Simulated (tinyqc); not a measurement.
Worked calculation: inversion layer as a triangular well, valleys of the Si type. Values are carried at full precision from step to step, so a last printed digit may differ when a step is redone from the rounded ones.

Six ellipsoidal valleys with their long axes along the cube axes, mass ml along the axis and mt across it. For a valley whose axis makes the angle theta with the surface normal, 1/m_z = cos^2(theta)/ml + sin^2(theta)/mt sets the confinement; in the plane the masses are m_1 = mt and m_2 = ml mt/m_z, and m_d = sqrt(m_1 m_2).

Constants: e^2/(4 pi eps0) = 14.39964547 eV angstrom; hbar^2/2m0 = 3.80998211 eV angstrom^2; kB = 8.617333262e-05 eV/K.

Inputs chosen for the exercise (near those of Si; not measured data): ml = 0.909 m0 (longitudinal mass); mt = 0.193 m0 (transverse mass); face = 110 (surface); eps = 11.5 (dielectric constant); Ns = 1.7 x 1e12/cm^2 (electron sheet density); Nd = 0.91 x 1e12/cm^2 (depletion charge); eta = 0.5 (share of Ns in the effective field); T = 300 K (temperature); tox = 23 angstrom (SiO2-equivalent oxide thickness).

## Valley masses on the (110) face

Group the valleys by their angle to the normal, heaviest m_z first.

Valleys (masses in m0):
```
valleys g  cos^2(theta)     m_z     m_1     m_2     m_d
4                0.5000  0.3184  0.1930  0.5510  0.3261
2                0.0000  0.1930  0.1930  0.9090  0.4189
```

The 4 valleys with the heaviest m_z will give the lowest ladder of subbands.

## Effective field

The field is taken as constant, e F = 4 pi (e^2/4 pi eps0)(Nd + eta Ns)/eps, with 1e12/cm^2 = 1e-4/angstrom^2, and the oxide as a hard wall at z = 0; c = hbar^2/2m0.

Find e F, and F in MV/cm (1 MV/cm = 0.01 V/angstrom).

e F = 0.00276934 eV/angstrom
F = 0.2769 MV/cm

## Subband ladders

Level j of a valley lies at E_j = a_j (c (e F)^2/m_z)^(1/3) above the band edge at the surface, with the Airy zeros a_j = 2.338107, 4.087949, 5.520560, 6.786708, 7.944134, 9.022651, 10.040174, 11.008524, 11.936016, 12.828777, and has <z> = 2 E_j/(3 e F).

The ten lowest levels of all groups of valleys together, j = 0, 1, ..., c = hbar^2/2m0; primes mark the groups with lighter m_z.

Subbands:
```
label  valleys g  m_d (m0)  E (eV)  <z> (angstrom)
0              4    0.3261  0.1055           25.39
0'             2    0.4189  0.1246           30.00
1              4    0.3261  0.1844           44.39
1'             2    0.4189  0.2179           52.45
2              4    0.3261  0.2490           59.94
2'             2    0.4189  0.2942           70.83
3              4    0.3261  0.3061           73.69
4              4    0.3261  0.3583           86.26
3'             2    0.4189  0.3617           87.08
5              4    0.3261  0.4070           97.97
```

The second subband is 0', 19.2 meV above the first.

## Fermi level and populations

Subband i holds n_i = g m_d/(2 pi c) kB T ln(1 + exp((EF - E_i)/kB T)) (spin included), and EF is fixed by sum n_i = Ns over the levels listed or, where none are listed, over j = 0 to 9 of each group; 1e12/cm^2 = 1e-4/angstrom^2.

Solve for EF; c = hbar^2/2m0. The mean distance is sum n_i <z>_i/Ns.

EF = 0.0437 eV

Populations:
```
label  (EF - E)/kB T  n (1e12/cm^2)  share (%)
0              -2.39          1.235       72.7
0'             -3.13          0.387       22.8
1              -5.44          0.061        3.6
1'             -6.74          0.011        0.6
2              -7.94          0.005        0.3
2'             -9.69          0.001        0.0
3             -10.15          0.001        0.0
4             -12.17          0.000        0.0
3'            -12.30          0.000        0.0
5             -14.05          0.000        0.0
```

mean distance from the surface = 27.42 angstrom

The lowest subband holds 72.7 % of the electrons and is partly degenerate (EF within a few kB T of its edge).

## Effect on the gate capacitance

The charge sits at the mean distance <z> from the surface, which adds (3.9/eps) <z> to the oxide thickness; C/Cox = tox/(tox + 3.9 <z>/eps). The density-of-states term is left out.

added thickness = 9.30 angstrom
C/Cox = 0.712

## Checks

- Lowest level by finite differences against the Airy formula, eV: both 0.1055.

tinyqc: `OMP_NUM_THREADS=1 python tinyqc.py 1250999 1251000 out.jsonl`; about 0.03 s, one thread, shared Intel(R) Xeon(R) Processor @ 2.30GHz.
